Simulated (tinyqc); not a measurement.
From a target to a composition: alloy A(1-x)B(x) by interpolation with bowing. Three cases, with inputs chosen for the exercise.

Problem. An alloy A(1-x)B(x) has the gap E(x) = (1 - x) E_A + x E_B - C1 x (1 - x) at Gamma, C1 the first entry of C. Which x puts hc/E at the given wavelength, and what is the mismatch (a_sub - a(x))/a(x) to a substrate of A, with Vegard for a(x)?

Constants: hc = 1239.841984 eV nm.

Case 1.

Values chosen (out of a larger set: A near InAs, B near AlAs; not measured data): a = (6.053, 5.666) angstrom (lattice constant of A, B); Eg = (0.417, 3.145) eV (gap at Gamma to the s-like level of A, B); C = (0.762, 0, 0) eV (bowing of the Gamma, X and L gaps).

wavelength = 564.338 nm

Case 2.

Values chosen (out of a larger set: A near AlAs, B near GaAs; not measured data): a = (5.656, 5.658) angstrom (lattice constant of A, B); Eg = (3.141, 1.524) eV (gap at Gamma to the s-like level of A, B); C = (0.396, 0.054, 0) eV (bowing of the Gamma, X and L gaps).

wavelength = 462.509 nm

Case 3.

Values chosen (out of a larger set: A near Si, B near Ge; not measured data): a = (5.438, 5.659) angstrom (lattice constant of A, B); Eg = (4.247, 0.899) eV (gap at Gamma to the s-like level of A, B); C = (0.201, 0.251, 0.02) eV (bowing of the Gamma, X and L gaps).

wavelength = 363.930 nm

Find: target gap; x; mismatch.

Solution. Solve C1 x^2 + (E_B - E_A - C1) x + E_A - hc/wavelength = 0; the gap is monotonic in x because |E_B - E_A| > C1, so one root lies between 0 and 1. Whether Gamma is the lowest valley there, and whether such a mismatch can be grown coherently, are separate questions.

Case 1.

target gap = 2.1970 eV
x = 0.710
mismatch = 4.755 %

Case 2.

target gap = 2.6807 eV
x = 0.240
mismatch = -0.008 %

Case 3.

target gap = 3.4068 eV
x = 0.240
mismatch = -0.966 %

Computed by tinyqc, one run a case: `OMP_NUM_THREADS=1 python tinyqc.py N N+1 out.jsonl` with N = 1081451, 1081457, 1081549; one thread of a shared Intel(R) Xeon(R) Processor @ 2.30GHz, about 0.01 s a run at most.
